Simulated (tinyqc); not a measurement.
Raising U: Hubbard chain of 5 sites, mean field against exact. Computed by the program tinyqc. Collinear unrestricted mean field (the lowest of 40 random starts) against exact diagonalisation.

one-body matrix (hopping and site energies) (eV):
```
         1        2        3        4        5
1   0.1900  -0.6800   0.0000   0.0000   0.0000
2  -0.6800   0.4800  -0.6800   0.0000   0.0000
3   0.0000  -0.6800   0.5000  -0.6800   0.0000
4   0.0000   0.0000  -0.6800   0.2400  -0.6800
5   0.0000   0.0000   0.0000  -0.6800  -0.1900
```

electrons, up and down: 3  2

Exact and mean-field results (eV):
```
U            U/t    E exact  E mean field  mean |n_up - n_down|  double occupancy, exact  first gap in the sector
0.3400    0.5000  -2.221925     -2.208412                0.2143                   0.2250                   0.6558
0.6800    1.0000  -1.858520     -1.803888                0.2457                   0.2024                   0.6231
1.3600    2.0000  -1.247985     -1.047667                0.4220                   0.1570                   0.5422
2.0400    3.0000  -0.784268     -0.464066                0.6661                   0.1172                   0.4611
2.7200    4.0000  -0.440498     -0.087653                0.8036                   0.0867                   0.3917
5.4400    8.0000   0.277019      0.546178                0.9500                   0.0312                   0.2294
8.1600   12.0000   0.572790      0.768474                0.9778                   0.0151                   0.1585
13.6000  20.0000   0.825469      0.948388                0.9920                   0.0057                   0.0969
```

Estimate the missing row, U = 4.08.

Computed row:
```
U          U/t   E exact  E mean field  mean |n_up - n_down|  double occupancy, exact  first gap in the sector
4.0800  6.0000  0.008652      0.328225                0.9114                   0.0498                   0.2921
```

In absolute terms mean field is worst at U/t = 4.0, 0.353 eV too high: at small U it is nearly exact, and at large U it misses only exchange-scale energies. Relative to the exact energy its error is 0.6 % at the smallest U, 3694 % at most and 15 % at the largest. The double occupancy falls from 0.225 to 0.006.
